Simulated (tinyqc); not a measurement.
Bulk transistor, scale length and short-channel effects: one step of the calculation.

A gate, an insulator of thickness ti and a depleted layer of depth ts on a conducting body. Below threshold the potential that source and drain add obeys Laplace's equation and vanishes on the gate and at the bottom of the depleted layer. Its lowest mode decays along the channel as exp(-k y); k is the smallest positive root of the matching condition at the interface, and the scale length is Lambda = pi/k.

Problem. Decay constant by Newton steps. f(k) = eps_r sin(k ti) cos(k ts) + ei cos(k ti) sin(k ts); f' by a central difference with +/- 1e-5 1/nm; k(new) = k - f/f'.

Inputs (values chosen for the exercise); permittivities: semiconductor made up, insulator close to that of hafnium oxide:
```
symbol  value  unit                                     meaning
eps_r    15.1        relative permittivity of the semiconductor
ei         23            relative permittivity of the insulator
ti        2.1    nm                         insulator thickness
ts         15    nm                             depletion depth
```

k at the start = 0.225 1/nm

Find: f; f'; k after iteration 1.

Solution.

f = -11.423
f' = -297.41 nm
k after iteration 1 = 0.18659 1/nm

Numbers from tinyqc (`OMP_NUM_THREADS=1 python tinyqc.py 2420174 2420175 out.jsonl`; about 0.01 s on one thread of a shared Intel Xeon 2.30GHz).
